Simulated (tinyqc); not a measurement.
Finite-difference solution of the diffusion equation on a small grid: one step, computed by the program tinyqc. Command: `OMP_NUM_THREADS=1 python tinyqc.py 3009991 3009992 out.jsonl fdiff walk`. One thread of a shared host (Intel(R) Xeon(R) Processor @ 2.30GHz), about 0.01 s of CPU time with the checks.

dC/dt = D d2C/dx2 on nodes x_j = j dx, j = 0..7; the far end is sealed.

Task: Time step 2. With r = D dt/dx^2: (1 - theta r M) C(new) = (1 + (1 - theta) r M) C(old); theta = 0 explicit, 1 implicit, 1/2 Crank-Nicolson.

Boundary at x = 0: surface loss. Scheme: implicit.

operator M:
```
           0          1          2          3          4          5          6          7
0  -2.297143   2.000000   0.000000   0.000000   0.000000   0.000000   0.000000   0.000000
1   1.000000  -2.000000   1.000000   0.000000   0.000000   0.000000   0.000000   0.000000
2   0.000000   1.000000  -2.000000   1.000000   0.000000   0.000000   0.000000   0.000000
3   0.000000   0.000000   1.000000  -2.000000   1.000000   0.000000   0.000000   0.000000
4   0.000000   0.000000   0.000000   1.000000  -2.000000   1.000000   0.000000   0.000000
5   0.000000   0.000000   0.000000   0.000000   1.000000  -2.000000   1.000000   0.000000
6   0.000000   0.000000   0.000000   0.000000   0.000000   1.000000  -2.000000   1.000000
7   0.000000   0.000000   0.000000   0.000000   0.000000   0.000000   2.000000  -2.000000
```

mesh ratio r = 0.63

C after step 1 (%): 52.81375  72.73478  83.18720  66.95263  30.48413  9.54600  3.15072  1.75660

Give: C after step 2.

Result:

C after step 2 (%): 56.672  68.155  72.367  59.403  34.457  15.816  7.127  4.751
